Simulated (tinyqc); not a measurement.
Inside a calculation. Model: equation-of-state fits to an energy-volume table made by a known binding curve. Computed by tinyqc, a small Python program that keeps every step. Command: `OMP_NUM_THREADS=1 python tinyqc.py 3000030 3000031 out.jsonl eosfit walk`. One thread of a shared host (Intel(R) Xeon(R) Processor @ 2.30GHz), about 0.03 s of CPU time with the checks. Intermediate numbers are printed to about 6 digits and carried at full precision; extremes and crossings named in words are read from the listed rows.

With x = (V/V_0)^(1/3), the energy per atom is E = D [exp(-2 eta (x - 1)) - 2 exp(-eta (x - 1))], so that B0 = 2 D eta^2/(9 V_0) and B' = 1 + eta. B' = dB/dP at P = 0.

Inputs (values chosen for the exercise, for a model crystal): cohesive energy D = 3.65 eV/atom; true volume V_0 = 15.1 angstrom^3/atom; stiffness eta = 4.12; half-width of the volume window w = 0.04; shift of the window centre s = 0.011; points N = 7; compression V/V_0 for the pressure test = 0.75; noise amplitude = 0.045 meV.

Binding curve: Morse. Noise: added.

Constants: 1 eV/angstrom^3 = 160.2176634 GPa.

## Exact values of the curve

B0 and B' from the formulas above; P = -dE/dV at V = c V_0 (c the compression chosen), from the curve itself.

exact B0 = 146.086 GPa

exact B' = 5.12

exact pressure at c V_0 = 85.9292 GPa

## Energy-volume table

numbers xi_j, drawn evenly from -1 to 1: [-0.5832, -0.5198, 0.1081, -0.5335, -0.6092, 0.1318, -0.5448]

Table: V_j = V_0 [1 + s + w (2 j/(N - 1) - 1)], j = 0..N-1, rounded to 0.001; E_j from the curve plus the noise amplitude times the listed numbers xi_j (xi_0 first), rounded to 1e-7 eV.

Table:
```
V (angstrom^3)      E (eV)
14.662          -3.6438764
14.863          -3.6482720
15.065          -3.6499580
15.266          -3.6492104
15.467          -3.6461556
15.669          -3.6409314
15.870          -3.6338566
```

## Birch-Murnaghan fit

Third-order Birch-Murnaghan is a cubic in u = V^(-2/3): fit it by linear least squares, find the minimum, and take B0 = V E''(V), B' = -1 - V E'''/E'' there.

fitted E0 = -3.65001 eV

fitted V0 = 15.0998 angstrom^3

fitted B0 = 145.894 GPa

fitted B' = 5.10961

root-mean-square residual = 0.0131922 meV

Against the exact curve V0 is off by -0.001 %, B0 by -0.13 % and B' by -0.2 %.

## Errors of the Birch-Murnaghan fit

Errors are fitted minus exact, relative; the pressure at c V_0 uses P = (3 B0/2) (x^7 - x^5) [1 + (3/4)(B' - 4)(x^2 - 1)], x = (V0/V)^(1/3) with the fitted values.

error of B0 = -0.131072 %

error of B' = -0.202843 %

fitted pressure at c V_0 = 87.8711 GPa

error of that pressure = 2.25992 %

## Vinet fit by Gauss-Newton steps

Vinet: E = E0 + (9 B0 V0/h^2) {1 + [h (1 - x) - 1] exp(h (1 - x))}, P = 3 B0 (1 - x) x^-2 exp(h (1 - x)), x = (V/V0)^(1/3), h = (3/2)(B' - 1). Gauss-Newton steps on (E0, V0, B0, B'): solve J d = r by least squares, r the residuals and J their derivatives (central differences, relative step 1e-5); start from the parabola fit in V with B' = 4; stop when all relative changes are below 1e-7.

Iterations:
```
step   E0 (eV)  V0 (angstrom^3)  B0 (GPa)       B'  rms residual (meV)
0     -3.64986          15.1141   137.251  4.00000            0.516983
1     -3.65001          15.0990   145.788  5.14544            0.019394
2     -3.65001          15.0999   145.923  5.08620            0.013060
3     -3.65001          15.0998   145.923  5.08637            0.013060
4     -3.65001          15.0998   145.923  5.08636            0.013060
```

B0, Vinet = 145.923 GPa

B', Vinet = 5.08636

## Five forms on the same table

Murnaghan: E = E0 + (B0 V/B') [(V0/V)^B'/(B' - 1) + 1] - B0 V0/(B' - 1), P = (B0/B') [(V0/V)^B' - 1]. Birch-Murnaghan: E = E0 + (9 V0 B0/16) [y^3 B' + y^2 (2 - 4 y)], y = (V0/V)^(2/3) - 1; P = (3 B0/2) (x^7 - x^5) [1 + (3/4)(B' - 4)(x^2 - 1)], x = (V0/V)^(1/3). All are least-squares fits to the energies; for polynomials in V, B0 = V E'' and B' = -1 - V E'''/E'' at the minimum.

Fitted values:
```
form             V0 (angstrom^3)  B0 (GPa)        B'  P at c V_0 (GPa)
exact                    15.1000   146.086   5.12000           85.9292
parabola in V            15.1141   137.251  -1.00000                 -
cubic in V               15.1005   146.320   4.73200                 -
Murnaghan                15.0997   145.809   5.16942           96.5777
Birch-Murnaghan          15.0998   145.894   5.10961           87.8711
Vinet                    15.0998   145.923   5.08636           84.9304
```

In B0 the Vinet form comes closest (-0.11 %) and the parabola in V form misses most (-6.05 %). A parabola in V has no third derivative, so its B' is -1 by construction. At c V_0, beyond the window, the pressure errors are Murnaghan +12.4 %, Birch-Murnaghan +2.3 %, Vinet -1.2 %; Murnaghan keeps B linear in P and so runs too stiff under compression.

## The width of the window

The table is made anew for each w.

Errors (%):
```
w     B0, parabola  B0, cubic  B0, Murnaghan  B0, Birch-Murnaghan  B0, Vinet  B', Birch-Murnaghan
0.03        -6.377     -0.143         -0.245               -0.225     -0.220               -0.885
0.05        -5.680      0.468         -0.212               -0.101     -0.062                0.038
0.08        -4.179      1.675         -0.458               -0.121      0.000                0.173
0.12        -1.105      4.143         -1.026               -0.241      0.049                0.043
0.16         3.309      7.739         -1.799               -0.426      0.102               -0.201
0.22        12.763     15.639         -3.252               -0.811      0.202               -0.730
```

The Birch-Murnaghan error of B0 is smallest among these at w = 0.05 (0.101 % in size); it is 0.225 % at the narrowest and 0.811 % at the widest. A narrow window magnifies the noise, since the energy range shrinks as w^2, and a wide one exposes the form. At the widest window the errors of B0 are +12.8 % for the parabola and +15.6 % for the cubic in V.

Checks made by the program: nonlinear Birch-Murnaghan fit against the linear one (relative difference 2e-09).
